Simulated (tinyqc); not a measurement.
Power iteration on a symmetric matrix, step by step. One step of it, computed by the program tinyqc.

Problem. Step 2. w = (A - shift) v; v' = w/|w| with its largest component positive (the first on a tie); lambda = v'^T A v'.

A:
```
           1          2         3         4
1   1.597000  -0.318000  0.372000  0.213000
2  -0.318000   1.681000  0.096000  0.302000
3   0.372000   0.096000  1.844000  0.356000
4   0.213000   0.302000  0.356000  1.931000
```

vector after step 1: 0.201600  0.144554  0.646891  0.721106

shift = 1.500000

Give: vector after step 2; Rayleigh quotient after step 2.

Solution.

vector after step 2: 0.3855  0.2535  0.5954  0.6578

Rayleigh quotient after step 2 = 2.4596
